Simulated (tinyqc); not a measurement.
# Worked calculation: threshold of a short bulk MOSFET: charge sharing, barrier lowering, narrow width

tinyqc, about 0.01 s, one thread, Intel Xeon 2.30GHz (shared host): `OMP_NUM_THREADS=1 python tinyqc.py 2002027 2002028 out.jsonl` Printed values are rounded.

n-channel device on a p-type body, depletion approximation, full ionisation. Uniform doping N = Na. Vbi from Boltzmann statistics is rough for the degenerate source. Cox = eps0 eox/tox.

Values chosen for this exercise; band and dielectric values close to those of silicon: temperature T = 300 K; band gap Eg = 1.11 eV; relative permittivity eps_r = 11.7; conduction-band density of states at T Nc = 2.8e19 cm^-3; valence-band density of states at T Nv = 2.6e19 cm^-3; relative permittivity of the gate insulator (close to silicon dioxide) eox = 3.9; insulator thickness tox = 3.8 nm; channel doping Na = 1e17 cm^-3; source and drain doping Nsd = 1e20 cm^-3; flat-band voltage for the doping Na Vfb = -0.96 V; junction depth xj = 56 nm; body-source voltage Vbs = -0.5 V; drain-source voltage Vds = 0.5 V; gate width W = 520 nm; shape factor of the fringing depletion at the width edges xw = 0.7854; channel length L = 290 nm.

Constants: q = 1.602176634e-19 C, kB = 1.380649e-23 J/K, Vt = kB T/q, eps0 = 8.8541878128e-14 F/cm where lengths are in cm. Results are converted to the units shown.

## Long-channel threshold and scales

ni = sqrt(Nc Nv) exp(-Eg/(2 Vt)), Eg in volts; 2 pB = 2 Vt ln(N/ni); flat band Vfb - Vt ln(N/Na); Wd = sqrt(2 eps0 eps_r (2 pB - Vbs)/(q N)); body term q N Wd/Cox; long-channel VT0 = flat band + 2 pB + body term; Vbi = Vt ln(N Nsd/ni^2); scale length l = sqrt((eps_r/eox) tox Wd).

N = 1e17 cm^-3
2 pB = 0.820575 V
flat band = -0.96 V
Wd = 130.680 nm
body term = 0.230404 V
VT0 = 0.0909783 V
Vbi = 0.999154 V
l = 38.5973 nm

## Short-channel and narrow-width shifts

Charge sharing (trapezoid; it ignores Vds): F = (xj/L)(sqrt(1 + 2 Wd/xj) - 1), lowering = body term times F. Barrier lowering: th = exp(-L/(2 l)) + 2 exp(-L/l), lowering = th [2 (Vbi - 2 pB) + Vds], DIBL = th. Narrow width: rise = body term times xw Wd/W. VT by each model = VT0 - lowering + rise.

F = 0.266594
lowering by charge sharing = 61.4242 mV
th = 0.0244511
lowering of the barrier = 20.9585 mV
DIBL = 24.4511 mV/V
narrow-width rise = 45.4763 mV
VT, charge sharing = 0.0750304 V
VT, barrier lowering = 0.115496 V

L is 7.51 scale lengths. The charge-sharing lowering is 2.93 times the barrier lowering; the first falls off as 1/L and the second exponentially. Both describe the same loss of gate control, so they are alternatives and are not added.
